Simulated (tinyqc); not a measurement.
# Surface potential of a MOS transistor: implicit equation and explicit approximations, step by step

Numbers from tinyqc (`OMP_NUM_THREADS=1 python tinyqc.py 2122014 2122015 out.jsonl`; about 0.01 s on one thread of a shared Intel Xeon 2.30GHz). Printed values are rounded.

p-type body, charge-sheet picture, depletion and inversion only, full ionisation (an idealisation for deep acceptors), Boltzmann statistics (rough once Na exp(x - xn) passes about Nc/7). In units of Vt: xg = (Vg - Vfb)/Vt, x = psi/Vt, G = gamma/sqrt(Vt), xn = (2 phiF + Vc)/Vt. The implicit equation is (xg - x)^2 = G^2 [x - 1 + exp(x - xn)] for x above about 3. Cox = eps0 eox/tox.

Values chosen for this exercise; band and dielectric values close to those of silicon:
```
symbol    value   unit                                                                 meaning
T           400      K                                                             temperature
Eg         1.12     eV                                                                band gap
eps_r      11.6                                                          relative permittivity
Nc      4.33e19  cm^-3                                  conduction-band density of states at T
Nv       4.1e19  cm^-3                                     valence-band density of states at T
eox         3.9         relative permittivity of the gate insulator (close to silicon dioxide)
tox         4.6     nm                                                     insulator thickness
Na       7.8e16  cm^-3                                                        acceptor density
Vfb       -0.56      V                                                       flat-band voltage
Vc            0      V                                                    channel-body voltage
Vg         0.34      V                                                       gate-body voltage
```

Constants: q = 1.602176634e-19 C, kB = 1.380649e-23 J/K, Vt = kB T/q, eps0 = 8.8541878128e-14 F/cm where lengths are in cm. Results are converted to the units shown.

## Scales

ni = sqrt(Nc Nv) exp(-Eg/(2 Vt)), Eg in volts; phiF = Vt ln(Na/ni); gamma = sqrt(2 q eps0 eps_r Na)/Cox; VT = Vfb + Vt (xn + G sqrt(xn - 1)).

phiF = 0.3431221 V
gamma = 0.2134349 V^0.5
G = 1.149606
xn = 19.90883
VT = 0.2985557 V
xg = 26.11017

## Explicit approximation

Depletion value a = 1 + [sqrt(G^2/4 + xg - 1) - G/2]^2; inversion value b = xn + ln[(xg - xn)^2/G^2 - xn + 1] and first guess y = min(a, b) - ln(1 + exp(-|a - b|)) if a > xn + 1, else b = y = a; one second-order correction with D = exp(y - xn), p = 2 (xg - y) + G^2 (1 + D), w = (xg - y)^2 - G^2 (y - 1 + D): z = y + 2 w/(p + sqrt(p^2 - 2 (2 - G^2 D) w)), or the Newton step z = y + w/p where the root is not real.

a = 20.97251
b = 22.23022
y = 20.72229
p = 15.07845
w = -0.01675526
z = 20.72118

The root of the implicit equation is x = 20.7212; y misses it by 0.0011 and z by -4.5e-11, in units of Vt.

## Starting value

x = y rounded to two decimals.

x at the start = 20.72

## Iteration 1: new x

D = exp(x - xn), f = (xg - x)^2 - G^2 (x - 1 + D), f' = -2 (xg - x) - G^2 (1 + D), x(new) = x - f/f'.

D = 2.250533
f = 0.01777900
f' = -15.07621
x after iteration 1 = 20.72118

## Iteration 2: new x

As before.

D = 2.253188
f = -6.782799e-7
f' = -15.07736
x after iteration 2 = 20.72118

## Course of the iteration

Stop when the step is below 1e-11, or after 60 iterations.

Course of the iteration:
```
iteration  x before the step      step
1                      20.72   1.18e-3
2                   20.72118  -4.50e-8
3                   20.72118         0
```

Converged in 3 iterations.

## Potential, charges and gate control

converged x = 20.72118

psi = Vt x; N_dep = Cox Vt G sqrt(x - 1)/q; N_inv = (Cox Vt G/q) [sqrt(x - 1 + exp(x - xn)) - sqrt(x - 1)]; dpsi/dVg = 1/[1 + G^2 (1 + exp(x - xn))/(2 (xg - x))].

psi = 0.7142452 V
N_dep = 8.245051e11 cm^-2
N_inv = 4.5827e10 cm^-2
dpsi/dVg = 0.7148446

psi lies 0.81 Vt above 2 phiF + Vc.
